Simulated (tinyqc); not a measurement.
# Contact resistivity and sheet resistance from two contact lengths

Problem. Rc = [sqrt(rc Rsh)/Wc] coth(Lc/(2 LT)), LT = sqrt(rc/Rsh), Wc = 126 nm; the second contact is twice as long as the first. Find LT, rc and Rsh.

Rc for Lc = 17 and 34 nm (ohm): [57.8986819, 31.6908569]

Answer. With t = tanh(Lc/(2 LT)) for the shorter contact, the resistance of the longer over that of the shorter is (1 + t^2)/2. Then sqrt(rc Rsh) = Rc t Wc, and rc and Rsh follow by multiplying and dividing by LT.

LT = 26.73 nm
rc = 6.000e-10 ohm cm^2
Rsh = 84.00 ohm

Program tinyqc, `OMP_NUM_THREADS=1 python tinyqc.py 2170110 2170111 out.jsonl`; Intel Xeon 2.30GHz, shared host, one thread, about 0.04 s.
